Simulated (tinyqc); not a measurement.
From results back to parameters: two-band k.p model of the Delta valleys near the X point under shear strain. Three cases, with inputs chosen for the exercise.

Problem. Under a shear strain exy (|eta| < 1) the valley on the [001] axis has ml(eta) = ml/(1 - eta^2), 1/m[110] = 1/mt + eta/Mp and 1/m[1-10] = 1/mt - eta/Mp with Mp > 0, eta = D exy/Delta, Delta = 2 c k0^2/ml, k0 = kx0 2 pi/a, c = hbar^2/2m0.

Constants: hbar^2/2m0 = 3.80998211 eV angstrom^2.

Case 1.

Values chosen (near those of Si; the results hold for these values, not for the real material): a = 5.443 angstrom (lattice constant); ml = 0.936 m0 (longitudinal mass); kx0 = 0.143 2 pi/a (distance of the minimum from X); exy = 0.0011 (shear strain).

m[110], m[1-10], ml(eta) (m0): 0.18192087  0.20551610  0.94099971

Case 2.

Values chosen (near those of Si; the results hold for these values, not for the real material): a = 5.417 angstrom (lattice constant); ml = 0.889 m0 (longitudinal mass); kx0 = 0.152 2 pi/a (distance of the minimum from X); exy = 0.0028 (shear strain).

m[110], m[1-10], ml(eta) (m0): 0.17158434  0.21284394  0.90564535

Case 3.

Values chosen (near those of Si; the results hold for these values, not for the real material): a = 5.425 angstrom (lattice constant); ml = 0.933 m0 (longitudinal mass); kx0 = 0.156 2 pi/a (distance of the minimum from X); exy = 0.0035 (shear strain).

m[110], m[1-10], ml(eta) (m0): 0.17629246  0.23107455  0.95924492

Find: mt; eta; Mp; D.

Solution. The mean of the two inverse transverse masses is 1/mt; eta^2 = 1 - ml/ml(eta), with the sign of 1/m[110] - 1/m[1-10] = 2 eta/Mp, which then gives Mp; D = eta Delta/exy.

Case 1.

mt = 0.193 m0
eta = 0.0729
Mp = 0.231 m0
D = 14.7 eV

Case 2.

mt = 0.190 m0
eta = 0.1356
Mp = 0.240 m0
D = 12.9 eV

Case 3.

mt = 0.200 m0
eta = 0.1654
Mp = 0.246 m0
D = 12.6 eV

Computed by tinyqc, one run a case: `OMP_NUM_THREADS=1 python tinyqc.py N N+1 out.jsonl` with N = 1050083, 1050087, 1050099; one thread of a shared Intel(R) Xeon(R) Processor @ 2.30GHz, about 0.01 s a run at most.
